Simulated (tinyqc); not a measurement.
Physical sputtering: collision-cascade yield, angular dependence, faceting and resputtering in deposition. From erosion rate back to current density J. Computed by tinyqc, a small Python program. Command: `OMP_NUM_THREADS=1 python tinyqc.py 3014684 3014685 out.jsonl sputter inv`. One thread of a shared host (Intel(R) Xeon(R) Processor @ 2.30GHz), about 0.01 s of CPU time with the checks.

Ions start collision cascades; atoms that reach the surface with more than U leave. The target is amorphous or fine-grained.

Inputs (values chosen for the exercise, modelled on krypton ions on tungsten): ion Z1 = 36; ion mass M1 = 83.8 u; target Z2 = 74; target mass M2 = 183.8 u; surface binding energy U = 8.9 eV; target density N = 63.2 1/nm^3; fit factor Q = 0.77; ion energy E = 72 eV.

Constants: e = 1.602176634e-19 C.

Method. gamma = 4 M1 M2/(M1 + M2)^2; threshold E_th = 6.7 U/gamma for M1 >= M2, else U (1 + 5.7 M1/M2)/gamma. eps = 0.03255 M2 E/(Z1 Z2 (M1 + M2) z), z = (Z1^(2/3) + Z2^(2/3))^(1/2), E in eV; s_n = 3.441 sqrt(eps) ln(eps + 2.718)/(1 + 6.355 sqrt(eps) + eps (6.882 sqrt(eps) - 1.708)); S_n = 84.78 Z1 Z2 M1 s_n/((M1 + M2) z) in eV angstrom^2; alpha = 0.249 (M2/M1)^0.56 + 0.0035 (M2/M1)^1.5 for M1 <= M2, else 0.0875 (M2/M1)^(-0.15) + 0.165 M2/M1; Y0 = 0.042 Q alpha S_n/U [1 - sqrt(E_th/E)]^2.5 (the electronic-loss factor of the full formula is dropped). Erosion rate = Y0 J/(e N); 1 cm^2 = 1e14 nm^2.

Question. A run gave the result below. Find the current density J, known to lie between 0.44 and 0.58 mA/cm^2.

erosion rate = 0.8149039 nm/min

Answer.

Each step takes the trial c = (a f_b - b f_a)/(f_b - f_a), f being the result less the target and a, b, c the logarithms of the listed values; c replaces end b, the old b replaces a if the sign of f changed, and otherwise f_a is halved.

Scan of the range:
```
current density J (mA/cm^2)  erosion rate (nm/min)
0.440                                     0.715970
0.461                                     0.750141
0.482                                     0.784312
0.505                                     0.821738
0.529                                     0.860791
0.554                                     0.901471
0.580                                     0.943778
```

False position (Illinois rule, in the logarithm of the input) inside the bracket:
```
step     end a     end b     trial  erosion rate (nm/min)
1     0.482000  0.505000  0.500720               0.814773
2     0.505000  0.500720  0.500800               0.814903
3     0.505000  0.500800  0.500800               0.814904
4     0.500800  0.500800  0.500800               0.814904
```

Erosion rate rises at every point of a 13-point scan of the range (every second point is shown), so one value fits; it is bracketed by 0.482 and 0.505. The scan shows a pure power law with exponent 1.000, so scaling from any one row also gives the answer directly. Answer: current density J = 0.5008 mA/cm^2.

Caution: within a few times the threshold, cascades are short and these fits are rough.
